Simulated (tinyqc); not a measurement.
Wannier functions of a composite (isolated) pair of valence bands (bonds of an sp chain): sweeps and comparisons. A value that a table varies takes the place of the one given here.

Each atom has a hybrid pointing left (<) and right (>). H(k): diagonal +V3 on A, -V3 on B; <A<|A>> = -V1a, <B<|B>> = -V1b, <A>|B<> = -V2, <B>|A<> = -V2p exp(ik); k in 1/a, Bloch sums with exp(ikR). The two lowest bands are filled. Trial functions in cell 0: g1 = cos(c) A> + sin(c) B<, and g2 = sin(c) B> + cos(c) A< of cell 1, whose Bloch vector has cos(c) exp(-ik) on A<. Projection A_mn = <psi_m|g_n>, S = A^+ A, Loewdin U = A S^(-1/2), Bloch-like states w_n = sum_m psi_m U_mn, H_W(k) = U^+ diag(E) U. P = sum_m |psi_m><psi_m| is free of phase choices, and S = g^+ P g, w = P g S^(-1/2).

Values chosen for the exercise:

| symbol | value | unit | meaning |
|---|---|---|---|
| V2 | 4.74 | eV | coupling in the bond A-B inside the cell |
| V2p | 4.26 | eV | coupling in the bond to the next cell |
| V1a | 0.95 | eV | coupling of the two hybrids on A |
| V1b | 0.77 | eV | the same on B |
| V3 | 2.14 | eV | A at +V3, B at -V3 |
| xb | 0.44 | a | position of B (A at 0) |
| c | 65 | degrees | trial bonds cos(c) on A, sin(c) on B |

## Choice of the trial bonds

N = 12; centres and spreads in real space with point-like hybrids at R and R + xb; smallest eigenvalue of S over the mesh.

Trial angle:

| c (deg) | smallest S | centre 1 (a) | centre 2 (a) | sum of centres | total spread (a^2) | H_12(R = 0), mean over k (eV) |
|---|---|---|---|---|---|---|
| 15 | 0.467 | 0.3091 | 0.5961 | 0.9052 | 0.1050 | -0.5493 |
| 30 | 0.721 | 0.3091 | 0.5961 | 0.9052 | 0.1050 | -0.5485 |
| 45 | 0.915 | 0.3091 | 0.5961 | 0.9052 | 0.1050 | -0.5478 |
| 55 | 0.986 | 0.3091 | 0.5961 | 0.9052 | 0.1050 | -0.5475 |
| 65 | 0.956 | 0.3091 | 0.5961 | 0.9052 | 0.1050 | -0.5471 |
| 75 | 0.859 | 0.3091 | 0.5961 | 0.9052 | 0.1050 | -0.5467 |
| 85 | 0.718 | 0.3091 | 0.5961 | 0.9052 | 0.1050 | -0.5462 |

The sum of the centres stays at 0.9052 a within 0.0000: it gives the electronic polarisation, modulo a, and is fixed by the filled space. Single centres move by less than 0.0001 a here and H_12(0), a matter of gauge, moves by 3 meV. The total spread runs only from 0.1050 to 0.1050 a^2, so the orthogonalisation repairs even poor trials; the projection is best at c = 55 degrees among these rows, and the two bonds, isolated, have c = 57 and 58.

## Interpolating the pair or each band alone

Largest error on 25 points from 0 to pi. Pair: diagonalise the Hermitian part of sum_R exp(ikR) H(R) over the N cells nearest the origin, with H(R) the mean of exp(-ikR) H_W(k) on the mesh k = 2 pi j/N. Alone: the cosine series of each sorted band on the same mesh.

Errors (meV):

| N | pair | each band alone |
|---|---|---|
| 3 | 2.10789 | 59.28359 |
| 4 | 0.42917 | 9.85080 |
| 5 | 0.02511 | 13.10889 |
| 6 | 0.00492 | 2.26929 |
| 8 | 0.00008 | 0.75426 |
| 10 | 0.00000 | 0.23856 |
| 14 | 0.00000 | 0.02439 |

smallest spacing of the two filled bands = 0.7016 eV

At N = 6 the pair errs by 0.0049 meV and the single bands by 2.3; at N = 10, 1.3e-06 against 0.24. Both fall exponentially: the pair at a rate tied to the gap to the empty bands (8.20 eV), the single bands at a slower one tied to their own spacing (0.702 eV at the closest). Not every column falls at every step, since even meshes hold k = pi and odd ones do not.

## What each parameter does

N = 12: centres, total spread (point-like hybrids at R and R + xb) and H_12(0). Each row changes one parameter from the base and keeps the others.

Results:

| case | centre 1 (a) | centre 2 (a) | total spread (a^2) | H_12(0) (eV) |
|---|---|---|---|---|
| base | 0.3091 | 0.5961 | 0.1050 | -0.5471 |
| V2 = 5.14 eV | 0.3032 | 0.5959 | 0.1059 | -0.5415 |
| V2p = 4.66 eV | 0.3092 | 0.6048 | 0.1070 | -0.5415 |
| V1a = 1.15 eV | 0.3083 | 0.5969 | 0.1056 | -0.5457 |
| V1b = 0.97 eV | 0.3092 | 0.5961 | 0.1055 | -0.6889 |
| V3 = 2.54 eV | 0.3225 | 0.5783 | 0.0975 | -0.5713 |
| xb = 0.49 a | 0.3442 | 0.6321 | 0.1039 | -0.5471 |

The largest shifts from the base row, up to three for each result and ties (the steps differ in size, so this ranks the rows, not the parameters). centre 1 (a): xb +0.0351, V3 +0.0134, V2 -0.0059. centre 2 (a): xb +0.0360, V3 -0.0178, V2p +0.0088; unchanged at the printed digits by V1b. total spread (a^2): V3 -0.0075, V2p +0.0020, xb -0.0010. H_12(0) (eV): V1b -0.1418, V3 -0.0242, V2p +0.0056; unchanged at the printed digits by xb.

(tinyqc, `OMP_NUM_THREADS=1 python tinyqc.py 1480215 1480216 out.jsonl`, Intel(R) Xeon(R) Processor @ 2.30GHz, 1 thread, shared host, about 0.2 s.)
